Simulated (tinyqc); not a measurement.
Inside a calculation. Method: tight binding, kagome lattice. One step of it, computed by the program tinyqc.

Question. Levels at k. Diagonalise the Hermitian matrix.

H(k) at k (eV), lower triangle (Hermitian):
```
                     A                    B          C
A             0.000000
B  -0.793736+1.443801i             0.000000
C  -0.120082-0.629493i  -2.030422+1.679711i  -0.390000
```

Give: eigenvalues; weights |c|^2 of the basis functions.

Answer.

eigenvalues (eV): -3.0065  -0.6703  3.2867

weights |c|^2 of the basis functions:
```
   band 1  band 2  band 3
A  0.0627  0.7308  0.2064
B  0.5071  0.0241  0.4688
C  0.4302  0.2450  0.3248
```
